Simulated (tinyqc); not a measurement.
The three schemes as the step is halved: finite-difference solution of the diffusion equation on a small grid. Computed by tinyqc, a small Python program. Command: `OMP_NUM_THREADS=1 python tinyqc.py 3009076 3009077 out.jsonl fdiff walk`. One thread of a shared host (Intel(R) Xeon(R) Processor @ 2.30GHz), about 0.01 s of CPU time with the checks.

dC/dt = D d2C/dx2 on nodes x_j = j dx, j = 0..11; the far end is sealed.

Inputs (values chosen for the exercise): diffusivity D = 17 nm^2/s; grid spacing dx = 5 nm; time step dt = 0.61 s; final time t_f = 6.1 s.

Boundary at x = 0: sealed surface. Scheme: Crank-Nicolson.

start values C_j, j = 0, 1, ... (% of a reference): [0.355, 34.3, 78.9, 100, 64.9, 12.5, 1.56, 0, 0, 0, 0, 0]

Method:
- The operator M acts as (M C)_j = C_(j-1) - 2 C_j + C_(j+1); at the sealed far end a mirror node gives 2 C_(N-2) - 2 C_(N-1); at j = 0, a mirror node gives 2 C_1 - 2 C_0.
- r = D dt/dx^2.
- The mode of M with eigenvalue mu has its amplitude multiplied per step by g = (1 + (1 - theta) r mu)/(1 - theta r mu), with theta = 0 explicit, 1 implicit, 1/2 Crank-Nicolson; the explicit scheme is stable for r up to 2/|mu_min|.
- With r = D dt/dx^2: (1 - theta r M) C(new) = (1 + (1 - theta) r M) C(old); theta = 0 explicit, 1 implicit, 1/2 Crank-Nicolson.
- Each run reaches t_f in n equal steps; errors are the largest difference from exp(M D t_f/dx^2) C(0). A dash marks unstable explicit runs.

largest stable r of the explicit scheme = 0.5

Largest error at t_f (%):
```
steps n       r  explicit  implicit  Crank-Nicolson
4        1.0370         -    2.3212      2.4675e-01
8        0.5185         -    1.1057      7.4477e-02
16       0.2592   0.48088    0.5334      1.8760e-02
32       0.1296   0.24791    0.2610      4.6985e-03
64       0.0648   0.12571    0.1290      1.1751e-03
128      0.0324   0.06328    0.0641      2.9382e-04
256      0.0162   0.03174    0.0319      7.3456e-05
```

What does the comparison show, and why?

From the last two rows, halving the step divides the error by 1.99 (explicit), 2.01 (implicit), 4.00 (Crank-Nicolson): a factor 2 marks first order in dt and 4 second order. The explicit scheme needs n of at least 9 to be stable; the other two are stable at any step.

Extremes, crossings and ranges named in words are read from the listed rows.
